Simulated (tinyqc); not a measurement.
Propagation of a band-gap error through k.p and effective-mass formulas, step by step. Values are carried at full precision from step to step, so a last printed digit may differ when a step is redone from the rounded ones.

Chain, for a gap E (the reference Eg or another value), with Ep and Dso kept: 1/me = 1 + Ep (E + 2 Dso/3)/(E (E + Dso)); g* = 2 - 2 Ep Dso/(3 E (E + Dso)); g1(E) = g1 + (Ep/3)(1/E - 1/Eg), g2(E) = g2 + (Ep/6)(1/E - 1/Eg), light hole 1/(g1 + 2 g2), heavy hole 1/(g1 - 2 g2) along [100]; optical constant ei(E) = 1 + (ei - 1)(EP/(EP + E - Eg))^2, static e0(E) = ei(E) + e0 - ei.

Constants: Ry = 13.60569312 eV; a0 (Bohr radius) = 0.5291772105 angstrom; kB = 8.617333262e-05 eV/K; hbar^2/2m0 = 3.80998211 eV angstrom^2.

Inputs chosen for the exercise (reference values near those of CdTe, gap at low temperature; shifted at random, so the results belong to these values and not to a real crystal): Eg = 1.597 eV (gap at Gamma to the s-like level); Dso = 0.923 eV (spin-orbit splitting); Ep = 18.9 eV (Kane energy); g1 = 5.29 (Luttinger gamma1); g2 = 1.71 (gamma2); e0 = 10.16 (static dielectric constant); ei = 7.24 (optical dielectric constant); EP = 5.53 eV (mean (Penn) gap); Eg2 = 0.527 eV (a wrong gap, of the size a semi-local functional can give); mh = 0.54 m0 (density-of-states mass of the holes); T = 300 K (temperature); k = 0.021 1/angstrom (wave vector).

## Masses, g factor and screening for both gaps

Evaluate the chain at Eg and at Eg2.

Band values at the two gaps:
```
quantity      at Eg   at Eg2  ratio
me          0.08780  0.03418  0.389
g*          -0.8898   -13.22      -
g1            5.290    13.30  2.514
g2            1.710    5.715  3.342
light hole   0.1148  0.04044  0.352
heavy hole   0.5348   0.5348  1.000
ei            7.240    10.59  1.463
e0            10.16    13.51  1.330
```

The gap is off by a factor of 0.33; the electron mass follows with 0.39 and the light hole with 0.35, while the heavy hole, which does not couple to the conduction level, keeps its value. The optical constant changes less, by +46 %, as it answers to the mean gap, which shifts by the same -1.07 eV on a base of 5.53 eV. g* moves by -12.33; remote bands, left out here, shift it by tenths or, where it is large, by some per cent.

## Binding energies and densities for both gaps

Donor: R = Ry me/e0^2, a_B = a0 e0/me, Mott density (0.26/a_B)^3. Nc, Nv = 2 (m kT/(4 pi c))^(3/2), c = hbar^2/2m0, ni = sqrt(Nc Nv) exp(-E/2kT). Exciton: Ry mu/e0^2 with 1/mu = 1/me + g1(E). 1 angstrom^-3 = 1e24 cm^-3.

Use the values of the table.

Results:
```
quantity                  at Eg     at Eg2     ratio
R (meV)                   11.57      2.547     0.220
a_B (angstrom)            61.24      209.2      3.42
Mott density (cm^-3)  7.654e+16  1.920e+15    0.0251
Nc (cm^-3)            6.528e+17  1.586e+17     0.243
ni (cm^-3)            9.824e+04  4.706e+13  4.79e+08
exciton (meV)             7.902      1.751     0.222
```

Power laws carry the error on: the donor energy (me/e0^2) by a factor of 0.220, the Mott density (cube of me/e0) by 0.0251. ni, with its exponential, changes by a factor of 4.79e+08, that is 8.7 decades.

## A scissor shift and what it does not mend

A rigid shift D = Eg - Eg2 of the conduction band restores the gap but leaves the curvature, so the mass stays me(Eg2); redoing the sum 1/m = 1 + Ep (E + 2 Dso/3)/(E (E + Dso)) with E = Eg and the same Ep gives another mass. For optics, eps2 at the edge goes as |p|^2/E^2: a rigid shift keeps the dipole elements p/E, while shifting the energies under unchanged p scales eps2 by (Eg2/Eg)^2.

shift D = 1.070 eV
mass under a rigid shift = 0.0342 m0
mass from the sum with the corrected gap = 0.0878 m0
factor on eps2 if p is left unscaled = 0.109

The rigid shift leaves the mass off by a factor of 0.39. The mass from the corrected gap is the reference me(Eg) here, because the exercise keeps Ep fixed; a real correction of the gap depends on k and changes Ep as well.

## Far from the edge the relative error shrinks

Two-level dispersion E(k) = sqrt(E^2/4 + Ep c k^2) - E/2 at k/4, k, 4k for both gaps, c = hbar^2/2m0.

Energies above the edge:
```
k (1/angstrom)  at Eg (eV)  at Eg2 (eV)  ratio
0.00525             0.0012       0.0037  3.011
0.02100             0.0196       0.0546  2.780
0.08400             0.2719       0.4965  1.826
```

The ratio tends to Eg/Eg2 = 3.03 at k = 0 and goes from 3.011 to 1.826: at large k both curves approach the same slope sqrt(Ep c), while their distance in eV grows towards |Eg - Eg2|/2.

## Checks

- Chain at E = Eg against the inputs g1, g2, ei, e0: they agree to 1e-10 or better.

(tinyqc, `OMP_NUM_THREADS=1 python tinyqc.py 1881280 1881281 out.jsonl`, Intel(R) Xeon(R) Processor @ 2.30GHz, 1 thread, shared host, about 0.01 s.)
